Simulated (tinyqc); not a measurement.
Tight binding, honeycomb lattice, step by step. One step of it, computed by the program tinyqc.

Task: Bloch Hamiltonian at K. H_AB = -t1 (1 + exp(-i k.a1) + exp(-i k.a2)); H_AA = delta - 2 t2 sum cos(k.b + phi), H_BB = -delta - 2 t2 sum cos(k.b - phi), b = a1, a2 - a1, -a2.

Parameters chosen for this model:
```
parameter     value                        unit
t1         2.300000                 eV, nearest
t2                0       eV, second neighbours
phi               0  rad, phase of t2 (Haldane)
delta             0          eV, +/- on A and B
```

k point K (fractions of the reciprocal vectors): [0.333333, 0.666667]

Give: H(k) at K.

Result:

H(k) at K (eV), order A, B:
```
[[0.000, 0.000],
 [0.000, 0.000]]
```
